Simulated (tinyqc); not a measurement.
Changing the exchange J2: Heisenberg spin cluster by exact diagonalisation: multiplets, susceptibility, level crossings. Computed by tinyqc, a small Python program. Command: `OMP_NUM_THREADS=1 python tinyqc.py 3011895 3011896 out.jsonl spincl sweep`. One thread of a shared host (Intel(R) Xeon(R) Processor @ 2.30GHz), about 0.02 s of CPU time with the checks.

H = J1 sum S_i.S_j over the bonds 1-2, 3-4 + J2 sum over 2-3 - g mu_B B S_z; J > 0 is antiferromagnetic.

Inputs (values chosen for the exercise, for a model cluster):

| quantity | value | unit |
|---|---|---|
| exchange J1 | 1.9 | meV |
| g factor | 2.14 | - |
| temperature T | 17 | K |
| field B | 23 | T |

Cluster: chain of four, J1 outer bonds and J2 in the middle. Spin s of each site: 1.

Constants: k_B = 8.617333262e-05 eV/K; mu_B = 5.7883818060e-05 eV/T.

Method:
- Every multiplet has one member in the block S_z = 0; diagonalise it and read the total spin from <S^2> = S (S + 1).
- Z = sum k (2S + 1) exp(-E/(k_B T)) over the table, k the number of multiplets; <S^2> likewise with the factor S (S + 1); chi T = N_A g^2 mu_B^2 <S^2>/(3 k_B) = 0.125049 g^2 <S^2> cm^3 K/mol (cgs, per mole of clusters); C = (<E^2> - <E>^2)/(k_B T)^2; entropy = ln Z + <E>/(k_B T).
- Each multiplet splits as E - g mu_B B m; <S_z> is the Boltzmann mean. The first level crossing is at the smallest (E_S - E_0)/(g mu_B (S - S_0)) over higher spins (0 if the ground state has the highest spin).

One run for each value:

| exchange J2 (meV) | ground energy (meV) | gap to the next level (meV) | chi T (cm^3 K/mol) | first crossing field (T) |
|---|---|---|---|---|
| -1.900 | -8.472 | 1.2682 | 1.4879 | 10.238 |
| -1.400 | -8.126 | 1.3514 | 1.4585 | 10.910 |
| -0.910 | -7.847 | 1.4741 | 1.4227 | 11.901 |
| -0.420 | -7.658 | 1.6623 | 1.3806 | 13.419 |
| 0.076 | -7.602 | 1.8488 | 1.3357 | 14.926 |
| 0.570 | -7.720 | 1.5187 | 1.2964 | 12.260 |
| 1.100 | -8.043 | 1.2328 | 1.2691 | 9.952 |
| 1.600 | -8.500 | 1.0474 | 1.2602 | 8.455 |
| 2.100 | -9.062 | 0.9239 | 1.2653 | 7.459 |
| 2.500 | -9.564 | 0.8547 | 1.2768 | 6.900 |
| 3.000 | -10.239 | 0.7916 | 1.2976 | 6.390 |

What does the table show, and why?

Over the rows, ground energy (meV) goes from -8.47 through a maximum among these rows, -7.60 at 0.0760, to -10.2; gap to the next level (meV) goes from 1.27 through a maximum among these rows, 1.85 at 0.0760, to 0.792; chi T (cm^3 K/mol) goes from 1.49 through a minimum among these rows, 1.26 at 1.60, to 1.30. The gap is smallest, 0.792 meV, at J2 = 3.00 meV among these rows; a gap that closes marks a crossing of two levels.

Extremes, crossings and ranges named in words are read from the listed rows.
